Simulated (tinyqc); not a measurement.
Changing the mean free path l: BCS gap equation with a constant attraction inside the Debye window. Computed by tinyqc, a small Python program. Command: `OMP_NUM_THREADS=1 python tinyqc.py 3005568 3005569 out.jsonl bcs sweep`. One thread of a shared host (Intel(R) Xeon(R) Processor @ 2.30GHz), about 0.01 s of CPU time with the checks.

Pairs attract with strength V for |xi| < k_B Theta; N(0) is the density of states for one spin. Energies are given as temperatures (E/k_B, in K) unless marked.

Inputs (values chosen for the exercise, modelled on tantalum):
```
quantity                  value      unit
coupling N(0)V            0.239         -
Debye temperature Theta     260         K
Fermi velocity v_F       380000       m/s
electron density n         5.65  1e28/m^3
```

Solver: secant.

Constants: k_B = 8.617333262e-05 eV/K; hbar = 1.054571817e-34 J s; k_B = 1.380649e-23 J/K; m_0 = 9.1093837015e-31 kg; eps_0 = 8.8541878128e-12 F/m; c = 299792458 m/s; e = 1.602176634e-19 C.

Method. At T = 0 the gap equation 1/(N(0)V) = int_0^Theta d xi/sqrt(xi^2 + Delta^2) has the integral arcsinh(Theta/Delta), so Delta_0 = Theta/sinh(1/(N(0)V)); weak coupling gives 2 Theta exp(-1/(N(0)V)). xi_0 = hbar v_F/(pi Delta_0); lambda_L = sqrt(m_0 eps_0 c^2/(n e^2)); N(0) = 3 n/(2 m_0 v_F^2) for one spin; condensation energy N(0) Delta_0^2/2 = B_c^2/(2 mu_0), mu_0 = 1/(eps_0 c^2); with scattering lambda = lambda_L sqrt(1 + xi_0/l) in the local limit (where xi_0 and l both exceed lambda, nonlocal response makes the true depth larger); Ginzburg-Landau kappa = 0.96 lambda_L/xi_0 + 0.72 lambda_L/l. Free-electron mass throughout; heavier carriers, as in niobium or vanadium, give a larger lambda_L and kappa and can make the metal type II.

One run for each value:
```
mean free path l (nm)  Ginzburg-Landau kappa  depth with scattering (nm)  coherence length xi_0 (nm)
1                                      16.28                       242.4                       116.6
3                                       5.55                       141.2                       116.6
8                                       2.20                        88.2                       116.6
70                                      0.41                        36.5                       116.6
200                                     0.26                        28.1                       116.6
600                                     0.21                        24.4                       116.6
2000                                    0.19                        23.0                       116.6
5000                                    0.19                        22.6                       116.6
```

Give the missing row, mean free path l (nm) = 20.

Computed row:
```
mean free path l (nm)  Ginzburg-Landau kappa  depth with scattering (nm)  coherence length xi_0 (nm)
20                                      0.99                        58.4                       116.6
```

Interpolating between the two neighbouring rows (the first column on a logarithmic scale, the others too where they are positive) misses most in Ginzburg-Landau kappa, by 9.7 %. Over the rows, Ginzburg-Landau kappa falls from 16.3 to 0.187 (exponent d ln y / d ln x -0.98 between the first rows and -0.028 between the last); depth with scattering (nm) falls from 242 to 22.6 (exponent d ln y / d ln x -0.49 between the first rows and -0.018 between the last); coherence length xi_0 (nm) does not change. At the low end the exponent of Ginzburg-Landau kappa is -0.98, close to -1: the dirty limit. At the high end the exponent of Ginzburg-Landau kappa is -0.03, close to 0: the clean limit. At the low end the exponent of depth with scattering is -0.49, close to -0.50: the dirty limit. At the high end the exponent of depth with scattering is -0.02, close to 0: the clean limit. The metal turns from type II to type I between l = 20 and 70 nm.
